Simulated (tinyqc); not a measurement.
Changing the confinement constant beta: Raman line shape of confined optical phonons and breathing modes of small crystals. Computed by tinyqc, a small Python program. Command: `OMP_NUM_THREADS=1 python tinyqc.py 3001381 3001382 out.jsonl confine sweep`. One thread of a shared host (Intel(R) Xeon(R) Processor @ 2.30GHz), about 0.03 s of CPU time with the checks.

Confinement in 2 direction(s) lets phonons with q away from zero scatter light. q is in units of 2 pi/a, from 0 to 1, and the branch is isotropic: omega(q)^2 = (omega_0^2 + omega_X^2)/2 + ((omega_0^2 - omega_X^2)/2) cos(pi q). The model and its constant beta are phenomenological; beta = 8 is the common choice.

Inputs (values chosen for the exercise, modelled on silicon):

| quantity | value | unit |
|---|---|---|
| bulk frequency omega_0 | 520.6 | 1/cm |
| frequency at the zone boundary omega_X | 428 | 1/cm |
| natural width Gamma_0 | 3 | 1/cm |
| lattice constant a | 5.431 | angstrom |
| size L | 3.1 | nm |

Shape: wire.

Method:
- Weight W(q) = q^1 exp(-(2 L q/a)^2/(2 beta)) dq, that is exp(-k^2 L^2/(2 beta pi^2)) for k = 2 pi q/a.
- Width q_c = a sqrt(2 beta)/(2 L), where the exponential falls to 1/e; curvature of the branch: omega(q) = omega_0 - c q^2, c = pi^2 (omega_0^2 - omega_X^2)/(8 omega_0); for small q_c the mean of q^2 is (number of confined directions) q_c^2/2, and the mean shift is -c times that.
- I(omega) = int W(q) / [(omega - omega(q))^2 + (Gamma_0/2)^2] dq / int W dq x (Gamma_0/2)^2, by 400 Gauss-Legendre points on 0 < q < min(1, 2.5 a sqrt(2 beta)/L).
- The peak is the maximum of I; the width is taken between the half-maximum points, and the asymmetry is the low-side half-width over the high-side one.

One run for each value:

| confinement constant beta | peak shift (1/cm) | full width (1/cm) | asymmetry | q_c (2 pi/a) |
|---|---|---|---|---|
| 1.0 | -1.3738 | 6.2040 | 1.8910 | 0.12388 |
| 1.5 | -1.7064 | 7.8080 | 2.2637 | 0.15172 |
| 2.0 | -1.9817 | 9.3663 | 2.5895 | 0.17519 |
| 3.0 | -2.4400 | 12.4100 | 3.1510 | 0.21457 |
| 4.0 | -2.8285 | 15.4140 | 3.6346 | 0.24776 |
| 6.0 | -3.4971 | 21.4420 | 4.4635 | 0.30344 |
| 8.0 | -4.0890 | 27.6290 | 5.1819 | 0.35039 |
| 12.0 | -5.1769 | 40.9750 | 6.4589 | 0.42913 |

Over the rows, peak shift (1/cm) falls from -1.37 to -5.18 (exponent d ln y / d ln x 0.53 between the first rows and 0.58 between the last); full width (1/cm) rises from 6.20 to 41.0 (exponent d ln y / d ln x 0.57 between the first rows and 0.97 between the last); asymmetry rises from 1.89 to 6.46 (exponent d ln y / d ln x 0.44 between the first rows and 0.54 between the last). Only L^2/beta enters, so a size read from a line shape is uncertain by the square root of the uncertainty in beta.

Extremes, crossings and ranges named in words are read from the listed rows.
